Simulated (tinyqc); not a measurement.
# Capacitance measurement on a leaky thin oxide: effects of series resistance and leakage: effect of the series resistance

The device is a capacitance C in parallel with a leakage conductance G, in series with Rs and Ls. An impedance meter reports either a parallel pair (Cp, Gp) from Y = 1/Z = Gp + i w Cp or a series pair (Cs, Rm) from Z = Rm + 1/(i w Cs); w = 2 pi f, dissipation D = Gp/(w |Cp|).

EOT = 3.9 tox/eox; CET = EOT + zc + zp; C = 3.9 eps0 A/CET; G = Jg A/Vs. Z = Rs + i w Ls + 1/(G + i w C); CET read from Cp = 3.9 eps0 A/Cp; errors under 0.001 % are printed as 0.

Inputs (values chosen for the exercise); values of the order met in thin-oxide MOS capacitors:
```
symbol  value    unit                                                                 meaning
eox       3.9          relative permittivity of the gate insulator (close to silicon dioxide)
tox       1.1      nm                                                     insulator thickness
A         100    um^2                                                               gate area
zc       0.28      nm              oxide-equivalent thickness added by the accumulation layer
zp        0.1      nm                      oxide-equivalent thickness added by gate depletion
Jg        2.8  A/cm^2              gate leakage current density, not matched to the thickness
Vs       0.21       V                               voltage for an e-fold rise of the leakage
Ls          0      nH                                                       series inductance
f       50000      Hz                                                     measuring frequency
```

Constants: eps0 = 8.8541878128e-14 F/cm where lengths are in cm. Results are converted to the units shown.

The same in every row: C (pF) = 2.333; Cs (pF) = 774.3.

Effect of the series resistance:
```
Rs (ohm),Cp (pF),D,error of Cp (%),error of Cs (%),CET read from Cp (nm)
1,2.333,18.19,-2.67e-3,3.31e4,1.480
3,2.333,18.19,-8.00e-3,3.31e4,1.480
10,2.333,18.19,-0.0267,3.31e4,1.480
30,2.331,18.20,-0.0800,3.31e4,1.481
100,2.327,18.21,-0.266,3.31e4,1.484
300,2.315,18.26,-0.795,3.31e4,1.492
1000,2.272,18.43,-2.61,3.31e4,1.520
3000,2.157,18.92,-7.54,3.31e4,1.601
```

As Rs goes from 1 to 3000, the error of Cp goes from -0.00267 to -7.54 %, that of Cs from 33100 to 33100 %, and D rises from 18.2 to 18.9. The CET read from Cp goes from 1.48 to 1.60 nm against the true 1.48 nm. Rs does not enter the imaginary part of Z, so Cs does not depend on it. In every row D exceeds 1, where the accuracy of real meters degrades in proportion to sqrt(1 + D^2).

Computed by the program tinyqc: `OMP_NUM_THREADS=1 python tinyqc.py 2022133 2022134 out.jsonl`, one thread of a shared Intel Xeon 2.30GHz, about 0.01 s for the whole run.
